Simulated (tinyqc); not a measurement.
Against thickness at fixed field: leakage through a gate insulator: direct, Fowler-Nordheim, trap-assisted and Poole-Frenkel currents. Computed by tinyqc, a small Python program. Command: `OMP_NUM_THREADS=1 python tinyqc.py 3007424 3007425 out.jsonl oxideleak walk`. One thread of a shared host (Intel(R) Xeon(R) Processor @ 2.30GHz), about 0.01 s of CPU time with the checks.

Electrons enter from the cathode Fermi level at x = 0; the conduction band of the insulator lies phi_b - e F x above it, F = V/t. WKB exponents use a parabolic band with mass m.

Inputs (values chosen for the exercise, with an insulator like HfO2):
```
quantity,value,unit
thickness t,9,nm
barrier phi_b,1.47,eV
tunnelling mass m,0.19,m_0
static constant eps_ox,20.9,-
voltage across the insulator V,3,V
trap depth phi_t,0.84,eV
trap density N_t,2.8e+17,cm^-3
attempt rate nu_0,2e+12,1/s
activation of capture E_a,0.35,eV
temperature T,350,K
```

Constants: hbar^2/(2 m_0) = 3.80998212 eV angstrom^2; e = 1.602176634e-19 C; hbar = 1.054571817e-34 J s; k_B = 8.617333262e-05 eV/K.

Method:
- For a level a distance phi(x) below the band, the WKB exponent is 2 int kappa dx with kappa = sqrt(m phi/(hbar^2/2m_0)); for a linear barrier from phi_1 down to phi_2 = max(phi_1 - e F d, 0) it is G = (4/3) sqrt(m/(hbar^2/2m_0)) (phi_1^(3/2) - phi_2^(3/2))/(e F).
- J_tun = e^3 F^2/(16 pi^2 hbar m phi_b) x exp(-G) / [1 - sqrt(phi_2/phi_b)]^2 with the free-electron mass in the cathode (m in m_0), phi_2 = max(phi_b - e V, 0): direct tunnelling for e V < phi_b, Fowler-Nordheim above. Image forces, back-flow and the limit on supply are left out, so J_tun is overstated below about 0.5 V.
- Equivalent oxide thickness = 3.9 t/eps_ox.
- A trap at depth x lies phi_t below the band. Capture: tunnel at the cathode Fermi level from 0 to x (G_in from phi_1 = phi_b), rate nu_0 exp(-G_in - E_c/k_B T) with E_c = E_a + max(phi_b - phi_t - e F x, 0), the last term being the height of the trap above the cathode Fermi level. Emission: tunnel from the trap level to the anode (G_out from phi_1 = phi_t over t - x), rate nu_0 exp(-G_out - E_a/k_B T). Re-emission to the cathode follows from detailed balance, rate_back = rate_in exp(dE/k_B T) with dE = phi_b - phi_t - e F x. Each trap passes R = rate_in rate_out/(rate_in + rate_back + rate_out) electrons per second; filling from the anode is left out.
- J_TAT = e N_t int_0^t R dx by the midpoint rule on 400 intervals; the most effective depth is the midpoint with the largest R, rounded to 0.01 nm.

field F = 3.33333 MV/cm

Currents:
```
t (nm),V (V),J_tun (A/cm^2),J_TAT (A/cm^2)
1.2,0.4000,6.8170e+06,1.4639e-08
1.6,0.5333,6.0334e+05,1.9947e-07
2.2,0.7333,2.4848e+04,3.1203e-06
3.0,1.0000,7.0374e+02,3.7962e-06
4.0,1.3333,2.4290e+01,3.5480e-06
5.5,1.8333,7.4733e+00,3.4357e-06
7.5,2.5000,7.4733e+00,3.4543e-06
10.0,3.3333,7.4733e+00,3.4815e-06
```

What does the comparison show, and why?

Between the first rows J_tun falls by 2.63 decades per nm. From t = phi_b/(e F) = 4.41 nm it stops changing, since a triangular barrier does not feel the thickness. J_TAT stays below J_tun at all these thicknesses. Below about 0.5 V the formula for J_tun, which has no back-flow, overstates the current.

Extremes, crossings and ranges named in words are read from the listed rows.
